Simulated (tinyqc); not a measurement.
From tunnel breakdown V_Z back to effective doping N: band-to-band tunnelling and avalanche in a reverse-biased abrupt junction. Computed by tinyqc, a small Python program. Command: `OMP_NUM_THREADS=1 python tinyqc.py 3014603 3014604 out.jsonl zener inv`. One thread of a shared host (Intel(R) Xeon(R) Processor @ 2.30GHz), about 0.04 s of CPU time with the checks.

Direct Kane tunnelling in the local field (for indirect gaps the mass is an effective fit) and one ionisation coefficient for both carriers. N is the doping of the light side, or N_A N_D/(N_A + N_D) for the symmetric junction; the built-in voltage is taken as E_g/e.

Inputs (values chosen for the exercise, modelled on silicon):
```
quantity                                              value    unit
band gap at 300 K, E_g                                 1.09      eV
gap narrowing with temperature, -dE_g/dT               0.25   meV/K
reduced tunnelling mass m_r                            0.18     m_0
permittivity eps                                       11.7       -
ionisation prefactor a                                1e+06    1/cm
ionisation field at 300 K, b                        1.6e+06    V/cm
relative rise of b with temperature                     8.8  1e-4/K
current density that defines tunnel breakdown, J_0       10  A/cm^2
temperature T                                           400       K
```

Junction: one-sided.

Constants: eps_0 = 8.8541878128e-12 F/m; e = 1.602176634e-19 C; m_0 = 9.1093837015e-31 kg; hbar = 1.054571817e-34 J s.

Method:
- E_g(T) = E_g - (T - 300 K)(-dE_g/dT); b(T) = b [1 + (rise)(T - 300 K)]; w = sqrt(2 eps eps_0 (V_R + E_g/e)/(e N)); F_m = 2 (V_R + E_g/e)/w; the field falls linearly from F_m to 0 across w.
- Kane: G(F) = A F^2 exp(-B/F), A = e^2 sqrt(m_r)/(18 pi hbar^2 sqrt(E_g)), B = pi sqrt(m_r) E_g^(3/2)/(2 e hbar), SI units; J = e int G dx x V_R/(V_R + E_g/e), the last factor making J vanish at zero bias; int G dx = (w/F_m) int_0^F_m G dF by 64 Gauss-Legendre points.
- Avalanche: I = (w/F_m) int_0^F_m a exp(-b/F) dF by 64 Gauss-Legendre points, M = 1/(1 - I), breakdown at I = 1.
- V_Z solves J = J_0 and V_A solves I = 1; the lower one is the breakdown voltage; temperature coefficients by a central difference of +/- 10 K.

Problem. A run gave the result below. Find the effective doping N, known to lie between 4.3e+18 and 1.1e+19 1/cm^3.

tunnel breakdown V_Z = 0.8459915 V

Solution.

Each step takes the trial c = (a f_b - b f_a)/(f_b - f_a), f being the result less the target and a, b, c the logarithms of the listed values; c replaces end b, the old b replaces a if the sign of f changed, and otherwise f_a is halved.

Scan of the range:
```
effective doping N (1/cm^3)  tunnel breakdown V_Z (V)
4.30e+18                                      1.46869
5.03e+18                                      1.16420
5.88e+18                                      0.90360
6.88e+18                                      0.67966
8.04e+18                                      0.49189
9.41e+18                                      0.33477
1.10e+19                                      0.21041
```

False position (Illinois rule, in the logarithm of the input) inside the bracket:
```
step        end a        end b        trial  tunnel breakdown V_Z (V)
1     5.88000e+18  6.88000e+18  6.12243e+18                  0.842492
2     5.88000e+18  6.12243e+18  6.09569e+18                  0.848992
3     6.12243e+18  6.09569e+18  6.10801e+18                  0.845988
4     6.09569e+18  6.10801e+18  6.10800e+18                  0.845991
5     6.09569e+18  6.10800e+18  6.10800e+18                  0.845992
6     6.10800e+18  6.10800e+18  6.10800e+18                  0.845992
```

Tunnel breakdown V_Z falls at every point of a 13-point scan of the range (every second point is shown), so one value fits; it is bracketed by 5.88e18 and 6.88e18. Answer: effective doping N = 6.108e18 1/cm^3.

Caution: V_A is below about 5 E_g/e, where the local law understates it, since it ignores the distance a carrier needs to reach the ionisation energy.
